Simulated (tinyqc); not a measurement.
## Fermi-level pinning at a metal contact (Cowley-Sze model): barrier against work function

Interface states of density Ds lie behind a thin layer of thickness dl. Neglecting the depletion charge, the barrier for electrons is phi = S (pM - chi) + (1 - S) E0 with S = 1/(1 + q Ds dl/(eps0 ei)); the barrier for holes is Eg - phi.

phi is listed beside the Schottky-Mott value pM - chi.

Parameters, values chosen for the exercise; material values close to those of germanium: band gap Eg = 0.661 eV; electron affinity chi = 3.93 eV; density of interface states Ds = 9.6e13 cm^-2 eV^-1; depth of their neutrality level below the conduction edge E0 = 0.41 eV; thickness of the interface layer dl = 0.36 nm; its relative permittivity ei = 3.5.

Constants: q = 1.602176634e-19 C, eps0 = 8.8541878128e-14 F/cm where lengths are in cm. Results are converted to the units shown.

Result of one run:

| pM (eV) | pM - chi (eV) | phi (eV) |
|---|---|---|
| 4 | 0.07000 | 0.2880 |

What becomes of these results when the metal work function pM is changed from 4 to 4.6 eV, all else the same?

Result of the changed run:

| pM (eV) | pM - chi (eV) | phi (eV) |
|---|---|---|
| 4.6 | 0.6700 | 0.5033 |

The whole series:

| pM (eV) | pM - chi (eV) | phi (eV) |
|---|---|---|
| 3.4 | -0.5300 | 0.07269 |
| 3.7 | -0.2300 | 0.1803 |
| 4 | 0.07000 | 0.2880 |
| 4.3 | 0.3700 | 0.3956 |
| 4.6 | 0.6700 | 0.5033 |
| 4.9 | 0.9700 | 0.6109 |
| 5.2 | 1.270 | 0.7186 |
| 5.5 | 1.570 | 0.8263 |
| 5.8 | 1.870 | 0.9339 |

phi rises with slope S = 0.359, by 0.861 eV over 2.40 eV of work function, and equals the Schottky-Mott value at pM = chi + E0 = 4.34 eV. For pM = 5.2, 5.5, 5.8 phi lies outside the gap, where band states take over and the formula no longer holds.

Computed by the program tinyqc: `OMP_NUM_THREADS=1 python tinyqc.py 2430017 2430018 out.jsonl`, one thread of a shared Intel Xeon 2.30GHz, about 0.01 s for the whole run.
